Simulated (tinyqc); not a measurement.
What moves the results: phonon-assisted absorption at an indirect gap. A value that a table varies takes the place of the one given here.

alpha(E) = sum_j A_j [N_j (E - Eg + w_j)^2 + (N_j + 1)(E - Eg - w_j)^2], each bracket counted only where its base is positive; N_j = 1/(exp(w_j/kB T) - 1). The first term absorbs a phonon and the second emits one; excitons and direct transitions are left out.

Photodiode (Gaertner form with a dead layer): QE = (1 - R) exp(-alpha xj) [1 - exp(-alpha W)/(1 + alpha L)], R = ((nr - 1)/(nr + 1))^2; responsivity = QE/E in A/W for E in eV.

Constants: kB = 8.617333262e-05 eV/K.

Values chosen for the exercise (loosely those of SiGe at room temperature; Eg is not tied to T; the results hold for these values, not for the real material): Eg = 0.962 eV (indirect gap, held fixed unless listed); w = (51.4, 14.3) meV (two zone-edge phonons); A = (4200, 790) 1/(cm eV^2) (their strengths); T = 300 K; nr = 3.78 (refractive index); xj = 0.12 micrometre (dead layer at the surface); W = 7.4 micrometre (depleted width); L = 32 micrometre (minority diffusion length below it); E = 1.334 eV (photon energy).

## The square root of alpha at three temperatures

The gap is held fixed, so only the phonon occupations change.

sqrt(alpha) (1/cm^(1/2)):

| E - Eg (eV) | 4 K | 450 K | 600 K |
|---|---|---|---|
| -0.04 | 0.000 | 0.444 | 0.566 |
| -0.02 | 0.000 | 1.224 | 1.560 |
| 0.00 | 0.000 | 2.092 | 2.651 |
| 0.02 | 0.160 | 3.149 | 3.950 |
| 0.04 | 0.722 | 4.428 | 5.485 |
| 0.07 | 1.976 | 6.701 | 8.151 |
| 0.10 | 3.965 | 9.502 | 11.345 |
| 0.15 | 7.442 | 14.568 | 17.089 |
| 0.20 | 10.954 | 19.800 | 23.017 |
| 0.30 | 18.001 | 30.417 | 35.050 |
| 0.45 | 28.588 | 46.464 | 53.242 |
| 0.60 | 39.180 | 62.557 | 71.490 |

Below the gap only phonon absorption acts: at E - Eg = -0.02 eV sqrt(alpha) is 0.000, 1.224 and 1.560 at 4, 450 and 600 K. A straight line through the last two rows meets the axis at E - Eg = +0.0451, +0.0169 and +0.0123 eV: the intercept is roughly a weighted mean of the thresholds, not the gap, and it moves from the emission side towards Eg as the occupations grow. At the last row alpha grows by a factor 3.33 from the lowest to the highest temperature at fixed gap.

## Spectral response

Response:

| E (eV) | wavelength (nm) | alpha (1/cm) | 1/alpha (micrometre) | dead layer | collected | QE | A/W |
|---|---|---|---|---|---|---|---|
| 0.98 | 1265 | 4.35 | 2.30e+03 | 1.000 | 0.017 | 0.011 | 0.011 |
| 1.02 | 1216 | 17.3 | 577 | 1.000 | 0.065 | 0.043 | 0.042 |
| 1.08 | 1148 | 79.4 | 126 | 0.999 | 0.248 | 0.164 | 0.152 |
| 1.16 | 1069 | 257 | 38.9 | 0.997 | 0.546 | 0.360 | 0.311 |
| 1.26 | 984 | 631 | 15.8 | 0.992 | 0.792 | 0.520 | 0.413 |
| 1.41 | 879 | 1.51e+03 | 6.62 | 0.982 | 0.944 | 0.613 | 0.435 |
| 1.61 | 770 | 3.27e+03 | 3.05 | 0.961 | 0.992 | 0.631 | 0.392 |
| 1.86 | 667 | 6.43e+03 | 1.56 | 0.926 | 1.000 | 0.612 | 0.329 |
| 2.16 | 574 | 1.16e+04 | 0.861 | 0.870 | 1.000 | 0.576 | 0.267 |
| 2.56 | 484 | 2.09e+04 | 0.479 | 0.778 | 1.000 | 0.515 | 0.201 |

QE is highest, 0.631, at 1.61 eV of those listed and the responsivity at 1.41 eV; reflection alone caps QE at 0.662. Near the gap weak absorption limits it (collected share 0.017); at the top the dead layer passes 0.778. Far above the gap the quadratic law and a constant index are only rough; in the real crystal direct transitions take over near 2 eV, so the rows above that understate alpha.

## What moves the response

At the energy E. Each row changes one parameter from the base and keeps the others.

Results:

| case | alpha (1/cm) | QE |
|---|---|---|
| base | 1017 | 0.5813 |
| Eg = 0.942 eV | 1137 | 0.5921 |
| T = 350 K | 1157 | 0.5937 |
| W = 14.8 micrometre | 1017 | 0.6196 |
| L = 16 micrometre | 1017 | 0.5365 |
| xj = 0.24 micrometre | 1017 | 0.5743 |
| nr = 3.97 | 1017 | 0.5648 |

The largest shifts from the base row, up to three for each result and ties (the steps differ in size, so this ranks the rows, not the parameters). alpha (1/cm): T +140, Eg +120; unchanged at the printed digits by W, L, xj and nr. QE: L -0.0448, W +0.0383, nr -0.0166.

Computed by tinyqc, a small Python program: `OMP_NUM_THREADS=1 python tinyqc.py 1681215 1681216 out.jsonl` (the numbers bound the seed that draws the inputs); one thread of a shared host (Intel(R) Xeon(R) Processor @ 2.30GHz), about 0.01 s for the whole set of steps.
